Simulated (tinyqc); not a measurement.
Step height from the transmission.

Inverse problem. A single step up from edge 0 (mass mL) to edge U (mass mS) transmits T(E) = 4 vL vR/(vL + vR)^2 with v = k/m, k = sqrt(m (E - edge)/C), C = hbar^2/(2 m0). It is known that vR < vL. Find vR/vL and U.

Parameters, values chosen for the exercise: mass in the left lead mL = 0.04 m0; electron energy E = 0.164 eV; mass beyond the step mS = 0.076 m0.

T(E) = 0.92082109

Solution. The reflection amplitude is sqrt(1 - T(E)) = (1 - y)/(1 + y) with y = vR/vL < 1, and y^2 = (E - U) mL/(E mS).

vR/vL = 0.5608
U = 0.06600 eV

Computed by the program tinyqc: `OMP_NUM_THREADS=1 python tinyqc.py 2560013 2560014 out.jsonl`, one thread of a shared Intel Xeon 2.30GHz, about 0.01 s for the whole run.
